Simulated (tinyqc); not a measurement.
# Depletion-mode phase shifter in a rib waveguide and its Mach-Zehnder modulator: effect of the acceptor density

A lateral p-n junction at x0 in a waveguide whose mode intensity is a Gaussian of rms width s about x = 0; p side at smaller x. Reverse bias removes carriers and raises the index. Abrupt junction, doping uniform over the whole mode, lumped electrode (no travelling-wave effects).

Free-carrier changes (empirical, N and P in cm^-3): |dn| = 8.5e-18 P^0.8 for holes, 8.8e-22 N for electrons; absorption 6e-18 P and 8.5e-18 N in 1/cm. W = sqrt(2 eps0 eps_r (Vb + V)(1/Na + 1/Nd)/q); edges xp = x0 - W Nd/(Na + Nd), xn = x0 + W Na/(Na + Nd); F(x) = [1 + erf(x/(sqrt(2) s))]/2. dneff = G {dn_h [F(xp(0)) - F(xp(V))] + dn_e [F(xn(V)) - F(xn(0))]}; VpiL = lam V/(2 dneff); loss = a0 + 4.343 G {a_h F(xp) + a_e [1 - F(xn)]} dB/cm at V; C = eps0 eps_r hr/W + Cf; fRC = 1/(2 pi Rs C).

Inputs (values chosen for the exercise); values close to those of silicon near 1550 nm:
- lam = 1530 nm (wavelength)
- eps_r = 11.7 (relative permittivity of the semiconductor)
- Nd = 1.1e18 cm^-3 (donor density)
- Vb = 0.97 V (built-in voltage)
- s = 110 nm (rms width of the lateral mode intensity)
- x0 = 90 nm (junction offset towards the n side)
- G = 0.91 (vertical confinement times ng/n)
- hr = 220 nm (rib height)
- Cf = 33 pF/m (fringe capacitance)
- Rs = 17.7 ohm mm (series resistance)
- V = 1.5 V (reverse bias)
- a0 = 1.9 dB/cm (passive loss)

Constants: q = 1.602176634e-19 C, eps0 = 8.8541878128e-14 F/cm where lengths are in cm. Results are converted to the units shown.

Results:

| Na (cm^-3) | dneff | VpiL (V cm) | loss (dB/cm) | VpiL x loss (V dB) | C (pF/m) | fRC (GHz) |
|---|---|---|---|---|---|---|
| 5e16 | 4.449e-5 | 2.579 | 8.594 | 22.17 | 121.2 | 74.20 |
| 9.4e16 | 7.326e-5 | 1.566 | 8.647 | 13.54 | 151.7 | 59.29 |
| 1.7e17 | 9.484e-5 | 1.210 | 9.263 | 11.21 | 187.7 | 47.90 |
| 3.3e17 | 1.102e-4 | 1.041 | 11.31 | 11.78 | 236.2 | 38.07 |
| 6.1e17 | 1.172e-4 | 0.9794 | 15.71 | 15.39 | 285.6 | 31.48 |
| 2.1e18 | 1.154e-4 | 0.9947 | 42.36 | 42.13 | 375.6 | 23.94 |
| 4e18 | 1.094e-4 | 1.049 | 77.66 | 81.47 | 407.6 | 22.06 |

Estimate the missing row, Na = 1.1e18 cm^-3.

Computed row:

| Na (cm^-3) | dneff | VpiL (V cm) | loss (dB/cm) | VpiL x loss (V dB) | C (pF/m) | fRC (GHz) |
|---|---|---|---|---|---|---|
| 1.1e18 | 1.185e-4 | 0.9687 | 24.19 | 23.43 | 332.1 | 27.08 |

With this row back in the table: As Na goes from 5e16 to 4e18 cm^-3, VpiL goes from 2.58 through a minimum of 0.969 (at Na = 1.1e18 cm^-3 among the rows listed) to 1.05 V cm, the loss rises from 8.59 to 77.7 dB/cm, their product goes from 22.2 through a minimum of 11.2 (at Na = 1.7e17 cm^-3 among the rows listed) to 81.5 V dB and fRC falls from 74.2 to 22.1 GHz. Rs is held fixed, though in a real device it falls with doping. For Na = 2.1e18 to 4e18 cm^-3 the peak field passes 0.7 MV/cm, near breakdown of such junctions.

Computed by the program tinyqc: `OMP_NUM_THREADS=1 python tinyqc.py 2650037 2650038 out.jsonl`, one thread of a shared Intel Xeon 2.30GHz, about 0.01 s for the whole run.
